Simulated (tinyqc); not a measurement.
Comparisons within one model: band gaps under pressure and temperature from deformation potentials. A value that a table varies takes the place of the one given here.

Murnaghan: V/V0 = (1 + Bp P/B0)^(-1/Bp), B0 = (C11 + 2 C12)/3. Each gap moves by a ln(V/V0) with its volume potential a, and falls with temperature by aV T^2/(T + bV) (Varshni); the two effects are added. No change of phase is considered.

Constants: hc = 1239.841984 eV nm.

Values chosen for the exercise (near those of Ge, the X and L potentials typical of such crystals; the results hold for these values, not for the real material): Eg = 0.89 eV (gap at Gamma to the s-like level at 0 K, 0 GPa); EgX = 0.945 eV (gap to X at 0 K, 0 GPa); EgL = 0.742 eV (gap to L at 0 K, 0 GPa); C11 = 126.1 GPa; C12 = 47.9 GPa; Bp = 4.92 (pressure derivative of the bulk modulus); aG = -9.31 eV (volume potential of the Gamma gap); aX = 1.57 eV (volume potential of the X gap); aL = -3.51 eV (volume potential of the L gap); aV = (0.594, 0.499, 0.498) meV/K (Varshni alpha of Gamma, X, L); bV = (313, 235, 239) K (Varshni beta of Gamma, X, L); T = 200 K (temperature); P = 2.3 GPa (pressure).

## Gaps against pressure

The last column is the linear form E0 + c1 P for Gamma, c1 = -aG/B0.

Gaps (eV):
```
P (GPa),ln(V/V0),Gamma,X,L,lowest,"Gamma, linear"
0.00,0.0000,0.844,0.899,0.697,L,0.844
0.75,-0.0099,0.936,0.884,0.731,L,0.938
1.50,-0.0193,1.024,0.869,0.764,L,1.032
2.25,-0.0283,1.108,0.855,0.796,L,1.127
3.00,-0.0370,1.188,0.841,0.826,L,1.221
3.75,-0.0453,1.265,0.828,0.855,X,1.316
4.50,-0.0532,1.339,0.816,0.883,X,1.410
5.25,-0.0609,1.410,0.804,0.910,X,1.504
6.00,-0.0683,1.479,0.792,0.936,X,1.599
```

What does this show, and why?

Over 6 GPa Gamma moves by +0.635, L by +0.240 and X by -0.107 eV. The lowest valley changes: L to X between 3.00 and 3.75 GPa, and the fundamental gap peaks at 0.828 eV on these points. The linear form overshoots by 120 meV at the end, because the crystal stiffens; the gap is linear in ln V, not in P.

## Gaps against temperature

At the pressure P; wavelength hc/E of the lowest gap.

Gaps (eV):
```
T (K),Gamma,X,L,lowest,wavelength (nm)
0,1.1594,0.8996,0.8436,L,1469.8
50,1.1553,0.8952,0.8393,L,1477.3
100,1.1450,0.8847,0.8289,L,1495.8
200,1.1131,0.8537,0.7982,L,1553.3
300,1.0722,0.8156,0.7604,L,1630.5
400,1.0261,0.7738,0.7189,L,1724.7
500,0.9767,0.7298,0.6751,L,1836.6
600,0.9252,0.6844,0.6299,L,1968.4
```

What does this show?

From 0 to 100 K the Gamma gap falls by 14.4 meV, from 500 to 600 K by 51.6 meV: quadratic below bV, linear with a slope tending to aV = 0.594 meV/K above. L stays lowest. A pressure of 0.69 GPa, with the slope -aG/B0 at zero pressure, would undo the fall of the Gamma gap from 0 to 300 K.

## What each parameter does

Gaps at P and T. Each row changes one parameter from the base and keeps the others.

Results:
```
case,Gamma (eV),X (eV),L (eV)
base,1.1131,0.8537,0.7982
T = 250 K,1.0934,0.8353,0.7799
C11 = 113.49 GPa,1.1281,0.8511,0.8039
C12 = 43.11 GPa,1.1244,0.8518,0.8024
Bp = 4.428,1.1149,0.8534,0.7989
aG = -8.379 eV,1.0861,0.8537,0.7982
aX = 1.727 eV,1.1131,0.8491,0.7982
aL = -3.861 eV,1.1131,0.8537,0.8083
P = 2.53 GPa,1.1380,0.8495,0.8076
```

What does this show?

The largest shifts from the base row, up to three for each result and ties (the steps differ in size, so this ranks the rows, not the parameters). Gamma (eV): aG -0.0269, P +0.0249, T -0.0196; unchanged at the printed digits by aX and aL. X (eV): T -0.0184, aX -0.0045, P -0.0042; unchanged at the printed digits by aG and aL. L (eV): T -0.0183, aL +0.0102, P +0.0094; unchanged at the printed digits by aG and aX.

Computed by tinyqc, a small Python program: `OMP_NUM_THREADS=1 python tinyqc.py 1080947 1080948 out.jsonl` (the numbers bound the seed that draws the inputs); one thread of a shared host (Intel(R) Xeon(R) Processor @ 2.30GHz), about 0.01 s for the whole set of steps.
